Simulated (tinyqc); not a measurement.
CMOS latch-up, two-transistor model: one step of the calculation.

A parasitic pnp (emitter at Vdd, base shunted by Rw) and npn (emitter at ground, base shunted by Rs) feed each other: the npn collector current flows out of the pnp base node, the pnp collector current into the npn base node. Forward-active transistors with constant gains: Icn = Isn exp(Vn/Vt), Icp = Isp (exp(Vp/Vt) - 1). A current Ii is injected into the npn base node.

Task. Response to the injected current, once round the loop per iteration. Icn = Isn exp(Vn/Vt); Vp solves Vp/Rw + Icp/bp = Icn; Vn(new) solves Vn/Rs + (Isn/bn) exp(Vn/Vt) = Icp + Ii.

Values chosen for this exercise; values close to those of bulk CMOS:

| symbol | value | unit | meaning |
|---|---|---|---|
| T | 350 | K | temperature |
| bn | 12 |  | current gain of the npn |
| bp | 4.5 |  | current gain of the pnp |
| Isn | 6.7e-13 | A | saturation current of the npn at T |
| Isp | 3.1e-12 | A | saturation current of the pnp at T |
| Rs | 79 | ohm | substrate resistance shunting the npn |
| Rw | 870 | ohm | well resistance shunting the pnp |
| Ii | 5.36 | mA | current injected into the substrate |

Constants: q = 1.602176634e-19 C, kB = 1.380649e-23 J/K, Vt = kB T/q. Results are converted to the units shown.

Vn at the start = 0.47 V

Give: Icn; Vp; Icp; Vn after iteration 1.

Result.

Icn = 0.0039244 mA
Vp = 0.0034143 V
Icp = 3.7156e-10 mA
Vn after iteration 1 = 0.42343 V

Computed by the program tinyqc: `OMP_NUM_THREADS=1 python tinyqc.py 2670122 2670123 out.jsonl`, one thread of a shared Intel Xeon 2.30GHz, about 0.07 s for the whole run.
